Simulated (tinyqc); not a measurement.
# Double-gate transistor below threshold, two-dimensional Poisson equation on a small mesh: several studies

Half of a symmetric double-gate structure: row 0 is the mid-plane of the body, where the normal field vanishes. Mobile charge is neglected (subthreshold), the body is fully depleted, and potentials are counted from the intrinsic level; rows run upward to the gate, columns from source to drain.

Values chosen for this exercise; semiconductor permittivity close to that of germanium:
```
symbol,value,unit,meaning
T,273,K,temperature
eps_r,16.1,,relative permittivity of the semiconductor
eox,25,,relative permittivity of the insulator
tb,5,nm,half the body thickness
tox,3.6,nm,insulator thickness
L,22,nm,channel length
Na,0,cm^-3,acceptor density of the depleted body
Vbi,0.52,V,potential of the source
Vfb,-0.02,V,gate offset
Vg,-0.1,V,gate voltage
Vd,0.05,V,drain voltage
```

Constants: q = 1.602176634e-19 C, kB = 1.380649e-23 J/K, Vt = kB T/q, eps0 = 8.8541878128e-14 F/cm where lengths are in cm. Results are converted to the units shown.

Each table varies one quantity; the others keep the values above.

## Effect of half the body thickness

Mesh: rows i = 0..12 in the semiconductor (step hs = tb/12, row 12 on the interface), then 8 step(s) ho = tox/8 up to the gate row 20; columns j = 0..80 (step hy = L/80). Box integration, divided by eps0: up_i = eps hy/h of the interval above row i, dn_i = that of the interval below (0 for row 0), lat_i = (sum of eps h/2 over the intervals above and below)/hy, s_i = -q Na w_i hy/eps0 with w_i the semiconductor height of the box (hs/2 for row 0 and the interface row, hs between, 0 in the insulator). Each free node obeys (up + dn + 2 lat) psi = up psi(above) + dn psi(below) + lat [psi(left) + psi(right)] + s. Fixed values: gate row Vg - Vfb; column 0 at Vbi and the last column at Vbi + Vd in the semiconductor, each running linearly to Vg - Vfb across the insulator. The system is solved directly. On row 0 the minimum of psi and its place come from a parabola through the three lowest nodes; barrier = Vbi - minimum, swing = Vt ln 10/(d psi/dVg), DIBL = (d psi/dVd)/(d psi/dVg) there. Lambda = pi/k with k the smallest positive root of tan(k tox) tan(k tb) = eox/eps_r.

Effect of half the body thickness:
```
tb (nm),L/Lambda,barrier (V),place y/L,swing (mV/decade),DIBL (mV/V)
2,2.203,0.5570,0.4942,58.18,35.55
2.6,2.010,0.5388,0.4936,60.06,52.15
3.5,1.765,0.5058,0.4927,63.80,85.27
4.6,1.523,0.4590,0.4913,69.98,139.8
6.1,1.275,0.3911,0.4892,81.44,240.6
8,1.052,0.3087,0.4857,101.6,416.5
```

What does the table show?

As tb goes from 2 to 8 nm, the barrier falls from 0.557 to 0.309 V, the swing rises from 58.2 to 102 mV a decade and DIBL rises from 35.5 to 416 mV/V; the ideal swing is 54.2. L/Lambda goes from 2.2 to 1.1. At tb = 2 nm the body is under 5 nm thick, where quantum confinement matters.

## Choice of the relaxation factor

Mesh: rows i = 0..2 in the semiconductor (step hs = tb/2, row 2 on the interface), then 1 step(s) ho = tox/1 up to the gate row 3; columns j = 0..4 (step hy = L/4). Sweeps go row by row from row 0, left to right, psi(new) = psi + omega (t - psi) with t the value that solves the node equation for the newest neighbours; free nodes start at zero; stop when the largest change is below 1e-7 V.

Choice of the relaxation factor:
```
omega,sweeps
1,39
1.1,31
1.2,24
1.3,15
1.4,18
1.5,24
1.6,30
1.7,43
1.8,66
1.9,141
```

What does the table show?

Gauss-Seidel (omega = 1) takes 39 sweeps; the fewest, 15, are at omega = 1.3, and omega = 1.9 takes 141. The Jacobi matrix of this mesh has spectral radius rho = 0.8324, so theory puts the best factor at 2/(1 + sqrt(1 - rho^2)) = 1.29.

## Effect of the relative permittivity of the insulator

Same model as above.

Effect of the relative permittivity of the insulator:
```
eox,L/Lambda,barrier (V),place y/L,swing (mV/decade),DIBL (mV/V)
3.9,0.7519,0.2314,0.4794,132.5,680.5
5.9,0.8933,0.2883,0.4837,108.3,473.9
8.8,1.042,0.3402,0.4866,92.82,340.0
13,1.195,0.3846,0.4886,82.72,251.8
20,1.364,0.4244,0.4902,75.38,187.4
30,1.517,0.4528,0.4912,70.89,147.8
```

What does the comparison show?

As eox goes from 3.9 to 30, the barrier rises from 0.231 to 0.453 V, the swing falls from 132 to 70.9 mV a decade and DIBL falls from 681 to 148 mV/V; the ideal swing is 54.2. L/Lambda goes from 0.75 to 1.5.

Numbers from tinyqc (`OMP_NUM_THREADS=1 python tinyqc.py 2480148 2480149 out.jsonl`; about 0.1 s on one thread of a shared Intel Xeon 2.30GHz).
